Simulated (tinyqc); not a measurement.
Inside a calculation. Method: RKS/exchange-only LDA in the sto-6g basis, for Be, spin multiplicity 1. Computed by tinyqc, a small Python program that keeps every step (integrals from PySCF). Settings: charge = 0, multiplicity = 1, basis = sto-6g, energy threshold = 1e-10, iteration cap = 87, orthogonalisation = canonical, start = highest core orbitals, DIIS depth = 0, method = RKS, functional = Slater exchange alone, grid = [20, 86]. Command: `OMP_NUM_THREADS=1 python tinyqc.py 26891 26892 out.jsonl` (the two numbers bound the seeds that draw the settings). One thread of a shared host (Intel(R) Xeon(R) Processor @ 2.60GHz), about 0.2 s of CPU time with the checks. Later iterations appear only in the table of the cycle.

## One-electron integrals

Geometry (angstrom):
```
atom       x       y       z
Be    0.0000  0.0000  0.0000
```

Basis sto-6g: exponents (1/bohr^2) and contraction coefficients of normalised primitives:
```
element  l (shell)  exponent  coefficient
Be           s (1)  312.8705       0.0092
Be           s (1)   57.3645       0.0494
Be           s (1)   16.0485       0.1685
Be           s (1)    5.5131       0.3706
Be           s (1)    2.1409       0.4165
Be           s (1)    0.8817       0.1303
Be           s (2)   13.6332      -0.0133
Be           s (2)    2.6984      -0.0470
Be           s (2)    0.8387      -0.0338
Be           s (2)    0.3227       0.2502
Be           s (2)    0.1401       0.5951
Be           s (2)    0.0642       0.2407
Be           p (3)   13.6332       0.0038
Be           p (3)    2.6984       0.0377
Be           p (3)    0.8387       0.1739
Be           p (3)    0.3227       0.4180
Be           p (3)    0.1401       0.4259
Be           p (3)    0.0642       0.1017
```

Overlap, kinetic and nuclear-attraction integrals over the contracted functions; the nuclear repulsion is the sum of Za Zb / Rab.

nuclear repulsion = 0 hartree

overlap S:
```
         1Be 1s  1Be 2s  1Be 2px  1Be 2py  1Be 2pz
1Be 1s   1.0000  0.2548   0.0000   0.0000   0.0000
1Be 2s   0.2548  1.0000   0.0000   0.0000   0.0000
1Be 2px  0.0000  0.0000   1.0000   0.0000   0.0000
1Be 2py  0.0000  0.0000   0.0000   1.0000   0.0000
1Be 2pz  0.0000  0.0000   0.0000   0.0000   1.0000
```

kinetic energy T (hartree):
```
          1Be 1s   1Be 2s  1Be 2px  1Be 2py  1Be 2pz
1Be 1s    6.7688  -0.2074   0.0000   0.0000   0.0000
1Be 2s   -0.2074   0.2201   0.0000   0.0000   0.0000
1Be 2px   0.0000   0.0000   0.6613   0.0000   0.0000
1Be 2py   0.0000   0.0000   0.0000   0.6613   0.0000
1Be 2pz   0.0000   0.0000   0.0000   0.0000   0.6613
```

nuclear attraction V (hartree):
```
           1Be 1s   1Be 2s  1Be 2px  1Be 2py  1Be 2pz
1Be 1s   -14.7148  -1.6507   0.0000   0.0000   0.0000
1Be 2s    -1.6507  -2.3001   0.0000   0.0000   0.0000
1Be 2px    0.0000   0.0000  -2.3000   0.0000   0.0000
1Be 2py    0.0000   0.0000   0.0000  -2.3000   0.0000
1Be 2pz    0.0000   0.0000   0.0000   0.0000  -2.3000
```

core Hamiltonian H = T + V (hartree):
```
          1Be 1s   1Be 2s  1Be 2px  1Be 2py  1Be 2pz
1Be 1s   -7.9460  -1.8581   0.0000   0.0000   0.0000
1Be 2s   -1.8581  -2.0800   0.0000   0.0000   0.0000
1Be 2px   0.0000   0.0000  -1.6387   0.0000   0.0000
1Be 2py   0.0000   0.0000   0.0000  -1.6387   0.0000
1Be 2pz   0.0000   0.0000   0.0000   0.0000  -1.6387
```

## Two-electron integrals

Functions are numbered as in S; the eight-fold symmetry (ij|kl) = (ji|kl) = (kl|ij) leaves the list below.

Two-electron integrals (ij|kl) in chemists' order, unique and non-zero (hartree):
```
(11|11) 2.3000   (21|11) 0.3619   (21|21) 0.0719   (22|11) 0.5703
(22|21) 0.1397   (22|22) 0.4178   (31|31) 0.0153   (32|31) 0.0226
(32|32) 0.0923   (33|11) 0.5703   (33|21) 0.1397   (33|22) 0.4178
(33|33) 0.4501   (41|41) 0.0153   (42|41) 0.0226   (42|42) 0.0923
(43|43) 0.0243   (44|11) 0.5703   (44|21) 0.1397   (44|22) 0.4178
(44|33) 0.4016   (44|44) 0.4501   (51|51) 0.0153   (52|51) 0.0226
(52|52) 0.0923   (53|53) 0.0243   (54|54) 0.0243   (55|11) 0.5703
(55|21) 0.1397   (55|22) 0.4178   (55|33) 0.4016   (55|44) 0.4016
(55|55) 0.4501
```

## Orthogonalisation

S = U s U^T; canonical form X = U s^(-1/2), so that X^T S X = 1. Each column of U has its largest component positive (the first on a tie).

eigenvalues of S: 0.7452  1.0000  1.0000  1.0000  1.2548

X:
```
               1       2       3       4       5
1Be 1s    0.8191  0.0000  0.0000  0.0000  0.6313
1Be 2s   -0.8191  0.0000  0.0000  0.0000  0.6313
1Be 2px   0.0000  1.0000  0.0000  0.0000  0.0000
1Be 2py   0.0000  0.0000  1.0000  0.0000  0.0000
1Be 2pz   0.0000  0.0000  0.0000  1.0000  0.0000
```

Within a degenerate level the vectors are fixed only up to a rotation; this is one choice.

## Starting guess

The start is the highest orbitals of the core Hamiltonian (a deliberately bad start); D = 2 C_occ C_occ^T.

D at the start:
```
         1Be 1s  1Be 2s  1Be 2px  1Be 2py  1Be 2pz
1Be 1s   0.0000  0.0000   0.0000   0.0000   0.0000
1Be 2s   0.0000  0.0000   0.0000   0.0000   0.0000
1Be 2px  0.0000  0.0000   0.5528  -0.8944   0.0000
1Be 2py  0.0000  0.0000  -0.8944   1.4472   0.0000
1Be 2pz  0.0000  0.0000   0.0000   0.0000   2.0000
```

## Iteration 1: exchange-correlation on the grid

Becke grid with 20 radial and 86 angular points per atom, points of zero weight dropped. rho = sum D_ij phi_i phi_j; V_xc,ij = sum w v_xc phi_i phi_j; v_xc is d(rho eps)/d rho.

The 16 grid points with the largest w rho, of 1720 (bohr, atomic units):
```
x              y        z       w     rho   eps_xc     v_xc
0.0000    0.0000  -2.1529  0.3910  0.0419  -0.2565  -0.3420
0.0000    0.0000   2.1529  0.3910  0.0419  -0.2565  -0.3420
1.2430   -1.2430  -1.2430  0.4045  0.0404  -0.2535  -0.3379
1.2430   -1.2430   1.2430  0.4045  0.0404  -0.2535  -0.3379
-1.2430   1.2430  -1.2430  0.4045  0.0404  -0.2535  -0.3379
-1.2430   1.2430   1.2430  0.4045  0.0404  -0.2535  -0.3379
0.8057   -1.9964   0.0000  0.4001  0.0407  -0.2540  -0.3387
-0.8057   1.9964   0.0000  0.4001  0.0407  -0.2540  -0.3387
-0.4070   1.4949   1.4949  0.4023  0.0401  -0.2529  -0.3372
-0.4070   1.4949  -1.4949  0.4023  0.0401  -0.2529  -0.3372
0.4070   -1.4949   1.4949  0.4023  0.0401  -0.2529  -0.3372
0.4070   -1.4949  -1.4949  0.4023  0.0401  -0.2529  -0.3372
0.0000   -0.8057   1.9964  0.4001  0.0403  -0.2531  -0.3375
0.0000    0.8057  -1.9964  0.4001  0.0403  -0.2531  -0.3375
0.0000    0.8057   1.9964  0.4001  0.0403  -0.2531  -0.3375
0.0000   -0.8057  -1.9964  0.4001  0.0403  -0.2531  -0.3375
```

electrons on the grid, sum of w rho = 4.0000

E_xc = sum of w rho eps_xc = -0.946840 hartree

V_xc (hartree):
```
          1Be 1s   1Be 2s  1Be 2px  1Be 2py  1Be 2pz
1Be 1s   -0.3319  -0.0990   0.0000   0.0000   0.0000
1Be 2s   -0.0990  -0.2895   0.0000   0.0000   0.0000
1Be 2px   0.0000   0.0000  -0.2589   0.0349   0.0000
1Be 2py   0.0000   0.0000   0.0349  -0.2941   0.0000
1Be 2pz   0.0000   0.0000   0.0000   0.0000  -0.3156
```

## Iteration 1: building the Kohn-Sham matrix

J_ij = sum D_kl (ij|kl); F = H + J + V_xc; E = tr D H + tr D J / 2 + E_xc + E_nn.

Coulomb J (hartree):
```
         1Be 1s  1Be 2s  1Be 2px  1Be 2py  1Be 2pz
1Be 1s   2.2813  0.5586   0.0000   0.0000   0.0000
1Be 2s   0.5586  1.6711   0.0000   0.0000   0.0000
1Be 2px  0.0000  0.0000   1.6332  -0.0434   0.0000
1Be 2py  0.0000  0.0000  -0.0434   1.6766   0.0000
1Be 2pz  0.0000  0.0000   0.0000   0.0000   1.7034
```

Kohn-Sham matrix F (hartree):
```
          1Be 1s   1Be 2s  1Be 2px  1Be 2py  1Be 2pz
1Be 1s   -5.9966  -1.3985   0.0000   0.0000   0.0000
1Be 2s   -1.3985  -0.6984   0.0000   0.0000   0.0000
1Be 2px   0.0000   0.0000  -0.2644  -0.0085   0.0000
1Be 2py   0.0000   0.0000  -0.0085  -0.2562   0.0000
1Be 2pz   0.0000   0.0000   0.0000   0.0000  -0.2509
```

total energy of this density = -4.094851 hartree

## Iteration 1: diagonalisation and new density

Diagonalise F' = X^T F X, C = X C', fill 2 alpha and 2 beta electrons from the bottom; D = 2 C_occ C_occ^T. Each column has its largest component positive (the first on a tie).

F' = X^T F X (hartree):
```
         1        2        3        4        5
1  -2.6153   0.0000   0.0000   0.0000  -2.7395
2   0.0000  -0.2644  -0.0085   0.0000   0.0000
3   0.0000  -0.0085  -0.2562   0.0000   0.0000
4   0.0000   0.0000   0.0000  -0.2509   0.0000
5  -2.7395   0.0000   0.0000   0.0000  -3.7824
```

orbital energies (hartree): MO1 -5.9998, MO2 -0.3979, MO3 -0.2697, MO4 -0.2509, MO5 -0.2509

coefficients C:
```
             MO1      MO2     MO3     MO4      MO5
1Be 1s    1.0060  -0.2395  0.0000  0.0000   0.0000
1Be 2s   -0.0247   1.0338  0.0000  0.0000   0.0000
1Be 2px   0.0000   0.0000  0.8472  0.0000  -0.5313
1Be 2py   0.0000   0.0000  0.5313  0.0000   0.8472
1Be 2pz   0.0000   0.0000  0.0000  1.0000   0.0000
```

D after iteration 1:
```
          1Be 1s   1Be 2s  1Be 2px  1Be 2py  1Be 2pz
1Be 1s    2.1388  -0.5449   0.0000   0.0000   0.0000
1Be 2s   -0.5449   2.1388   0.0000   0.0000   0.0000
1Be 2px   0.0000   0.0000   0.0000   0.0000   0.0000
1Be 2py   0.0000   0.0000   0.0000   0.0000   0.0000
1Be 2pz   0.0000   0.0000   0.0000   0.0000   0.0000
```

## Iteration 2: exchange-correlation on the grid

As before.

The 16 grid points with the largest w rho, of 1720 (bohr, atomic units):
```
x              y        z       w     rho   eps_xc     v_xc
-0.2213   0.2213  -0.2213  0.0039  1.9261  -0.9189  -1.2252
0.2213   -0.2213  -0.2213  0.0039  1.9261  -0.9189  -1.2252
0.2213    0.2213  -0.2213  0.0039  1.9261  -0.9189  -1.2252
-0.2213  -0.2213   0.2213  0.0039  1.9261  -0.9189  -1.2252
0.2213    0.2213   0.2213  0.0039  1.9261  -0.9189  -1.2252
-0.2213   0.2213   0.2213  0.0039  1.9261  -0.9189  -1.2252
0.2213   -0.2213   0.2213  0.0039  1.9261  -0.9189  -1.2252
-0.2213  -0.2213  -0.2213  0.0039  1.9261  -0.9189  -1.2252
0.2662    0.0725   0.2662  0.0038  1.9261  -0.9189  -1.2252
-0.2662  -0.2662  -0.0725  0.0038  1.9261  -0.9189  -1.2252
0.2662    0.0725  -0.2662  0.0038  1.9261  -0.9189  -1.2252
0.2662   -0.2662  -0.0725  0.0038  1.9261  -0.9189  -1.2252
0.2662    0.2662   0.0725  0.0038  1.9261  -0.9189  -1.2252
-0.2662  -0.0725  -0.2662  0.0038  1.9261  -0.9189  -1.2252
-0.2662   0.0725  -0.2662  0.0038  1.9261  -0.9189  -1.2252
-0.2662   0.2662   0.0725  0.0038  1.9261  -0.9189  -1.2252
```

electrons on the grid, sum of w rho = 4.0000

E_xc = sum of w rho eps_xc = -2.420768 hartree

V_xc (hartree):
```
          1Be 1s   1Be 2s  1Be 2px  1Be 2py  1Be 2pz
1Be 1s   -1.3372  -0.1711   0.0000   0.0000   0.0000
1Be 2s   -0.1711  -0.2591   0.0000   0.0000   0.0000
1Be 2px   0.0000   0.0000  -0.2591   0.0000   0.0000
1Be 2py   0.0000   0.0000   0.0000  -0.2591   0.0000
1Be 2pz   0.0000   0.0000   0.0000   0.0000  -0.2591
```

## Iteration 2: building the Kohn-Sham matrix

As before.

Coulomb J (hartree):
```
         1Be 1s  1Be 2s  1Be 2px  1Be 2py  1Be 2pz
1Be 1s   5.7447  0.9943   0.0000   0.0000   0.0000
1Be 2s   0.9943  1.9612   0.0000   0.0000   0.0000
1Be 2px  0.0000  0.0000   1.9612   0.0000   0.0000
1Be 2py  0.0000  0.0000   0.0000   1.9612   0.0000
1Be 2pz  0.0000  0.0000   0.0000   0.0000   1.9612
```

Kohn-Sham matrix F (hartree):
```
          1Be 1s   1Be 2s  1Be 2px  1Be 2py  1Be 2pz
1Be 1s   -3.5385  -1.0350   0.0000   0.0000   0.0000
1Be 2s   -1.0350  -0.3779   0.0000   0.0000   0.0000
1Be 2px   0.0000   0.0000   0.0634   0.0000   0.0000
1Be 2py   0.0000   0.0000   0.0000   0.0634   0.0000
1Be 2pz   0.0000   0.0000   0.0000   0.0000   0.0634
```

total energy of this density = -14.140627 hartree

## Iteration 2: diagonalisation and new density

As before.

F' = X^T F X (hartree):
```
         1       2       3       4        5
1  -1.2389  0.0000  0.0000  0.0000  -1.6343
2   0.0000  0.0634  0.0000  0.0000   0.0000
3   0.0000  0.0000  0.0634  0.0000   0.0000
4   0.0000  0.0000  0.0000  0.0634   0.0000
5  -1.6343  0.0000  0.0000  0.0000  -2.3854
```

orbital energies (hartree): MO1 -3.5440, MO2 -0.0802, MO3 0.0634, MO4 0.0634, MO5 0.0634

coefficients C:
```
            MO1      MO2     MO3      MO4      MO5
1Be 1s   0.9887  -0.3031  0.0000   0.0000   0.0000
1Be 2s   0.0412   1.0333  0.0000   0.0000   0.0000
1Be 2px  0.0000   0.0000  0.0028   0.0011   1.0000
1Be 2py  0.0000   0.0000  0.1645   0.9864  -0.0015
1Be 2pz  0.0000   0.0000  0.9864  -0.1645  -0.0025
```

D after iteration 2:
```
          1Be 1s   1Be 2s  1Be 2px  1Be 2py  1Be 2pz
1Be 1s    2.1388  -0.5449   0.0000   0.0000   0.0000
1Be 2s   -0.5449   2.1388   0.0000   0.0000   0.0000
1Be 2px   0.0000   0.0000   0.0000   0.0000   0.0000
1Be 2py   0.0000   0.0000   0.0000   0.0000   0.0000
1Be 2pz   0.0000   0.0000   0.0000   0.0000   0.0000
```

Within a degenerate level the vectors are fixed only up to a rotation; this is one choice.

## Iteration 3 (converged): orbitals

converged F (hartree):
```
          1Be 1s   1Be 2s  1Be 2px  1Be 2py  1Be 2pz
1Be 1s   -3.5385  -1.0350   0.0000   0.0000   0.0000
1Be 2s   -1.0350  -0.3779   0.0000   0.0000   0.0000
1Be 2px   0.0000   0.0000   0.0634   0.0000   0.0000
1Be 2py   0.0000   0.0000   0.0000   0.0634   0.0000
1Be 2pz   0.0000   0.0000   0.0000   0.0000   0.0634
```

As before.

F' = X^T F X (hartree):
```
         1       2       3       4        5
1  -1.2389  0.0000  0.0000  0.0000  -1.6343
2   0.0000  0.0634  0.0000  0.0000   0.0000
3   0.0000  0.0000  0.0634  0.0000   0.0000
4   0.0000  0.0000  0.0000  0.0634   0.0000
5  -1.6343  0.0000  0.0000  0.0000  -2.3854
```

orbital energies (hartree): MO1 -3.5440, MO2 -0.0802, MO3 0.0634, MO4 0.0634, MO5 0.0634

coefficients C:
```
            MO1      MO2     MO3      MO4      MO5
1Be 1s   0.9887  -0.3031  0.0000   0.0000   0.0000
1Be 2s   0.0412   1.0333  0.0000   0.0000   0.0000
1Be 2px  0.0000   0.0000  0.0162   0.0603   0.9981
1Be 2py  0.0000   0.0000  0.3065   0.9498  -0.0623
1Be 2pz  0.0000   0.0000  0.9517  -0.3069   0.0031
```

D after iteration 3:
```
          1Be 1s   1Be 2s  1Be 2px  1Be 2py  1Be 2pz
1Be 1s    2.1388  -0.5449   0.0000   0.0000   0.0000
1Be 2s   -0.5449   2.1388   0.0000   0.0000   0.0000
1Be 2px   0.0000   0.0000   0.0000   0.0000   0.0000
1Be 2py   0.0000   0.0000   0.0000   0.0000   0.0000
1Be 2pz   0.0000   0.0000   0.0000   0.0000   0.0000
```

Within a degenerate level the vectors are fixed only up to a rotation; this is one choice.

## Convergence

Stop when the energy changes by less than 1e-10 hartree and every element of the error matrix X^T (F D S - S D F) X is below 3e-06.

Course of the cycle:
```
iteration  E (hartree)     change  largest element of the error matrix
1            -4.094851          -                             2.46e-04
2           -14.140627  -1.00e+01                             2.98e-16
3           -14.140627   1.78e-15                             6.89e-16
```

PySCF RKS in the same basis, fine grid = -14.140720 hartree

Converged in 3 iterations. The coarse grid moves the energy by +9.32e-05 hartree.

## Populations

Mulliken: Z minus the diagonal of D S on the atom; Loewdin: the same with S^(1/2) D S^(1/2).

Charges (e):
```
atom  Mulliken  Loewdin
1Be          0        0
```
